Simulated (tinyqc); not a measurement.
Carrier lifetime of an n-type layer with SRH, radiative, Auger and surface recombination: two steps of the calculation.

Uniform excess density dn = dp (no trapping), n = n0 + dn, p = p0 + dn, Boltzmann statistics, full ionisation. Surfaces enter as a rate 2 S dn/d, which holds while diffusion to them is fast.

Inputs (values chosen for the exercise); band and dielectric values close to those of silicon: temperature T = 300 K; band gap Eg = 1.11 eV; conduction-band density of states at T Nc = 2.8e19 cm^-3; valence-band density of states at T Nv = 2.63e19 cm^-3; radiative coefficient B = 4.7e-15 cm^3/s; donor density N = 3.5e15 cm^-3; Auger coefficient (two electrons) Cn = 1.5e-31 cm^6/s; Auger coefficient (two holes) Cp = 1.1e-31 cm^6/s; trap density Nt = 9.2e10 cm^-3; capture cross-section for electrons sn = 7e-15 cm^2; capture cross-section for holes sp = 1e-15 cm^2; thermal velocity (both carriers) vth = 1.5e7 cm/s; trap level below the conduction band Et = 0.8 eV; surface recombination velocity (both faces) S = 2 cm/s; sample thickness d = 2 um; generation rate G = 3.4e17 cm^-3 s^-1.

Constants: q = 1.602176634e-19 C, kB = 1.380649e-23 J/K, Vt = kB T/q. Results are converted to the units shown.

Question 1. Equilibrium densities and SRH constants. ni = sqrt(Nc Nv) exp(-Eg/(2 Vt)), Eg in volts; majority density N/2 + sqrt(N^2/4 + ni^2), n0 p0 = ni^2; n1 = Nc exp(-Et/Vt), p1 = Nv exp((Et - Eg)/Vt); tn0 = 1/(sn vth Nt), tp0 = 1/(sp vth Nt).

Give: ni; n0; p0; n1; p1; tn0; tp0.

Answer 1.

ni = 1.2882e10 cm^-3
n0 = 3.5000e15 cm^-3
p0 = 47410 cm^-3
n1 = 1.0180e6 cm^-3
p1 = 1.6300e14 cm^-3
tn0 = 1.0352e-4 s
tp0 = 7.2464e-4 s

Question 2. New dn. With e = n p - ni^2 = dn (n0 + p0 + dn): U_SRH = e/(tp0 (n + n1) + tn0 (p + p1)), U_rad = B e, U_Aug = (Cn n + Cp p) e, U_s = 2 S dn/d. Substitution: tau = dn/U with U the sum, dn(new) = G tau.

dn at the start = 8e11 cm^-3
n0 = 3.5000000e15 cm^-3
p0 = 47409.617 cm^-3
n1 = 1.0180041e6 cm^-3
p1 = 1.6299901e14 cm^-3
tn0 = 1.0351967e-4 s
tp0 = 7.2463768e-4 s

Wanted: U_SRH; U_rad; U_Aug; U_s; tau; dn after iteration 1.

Answer 2.

U_SRH = 1.0967e15 cm^-3 s^-1
U_rad = 1.3163e13 cm^-3 s^-1
U_Aug = 1.4709e12 cm^-3 s^-1
U_s = 1.6000e16 cm^-3 s^-1
tau = 4.6753e-5 s
dn after iteration 1 = 1.5896e13 cm^-3

Program tinyqc, `OMP_NUM_THREADS=1 python tinyqc.py 2300124 2300125 out.jsonl`; Intel Xeon 2.30GHz, shared host, one thread, about 0.01 s.
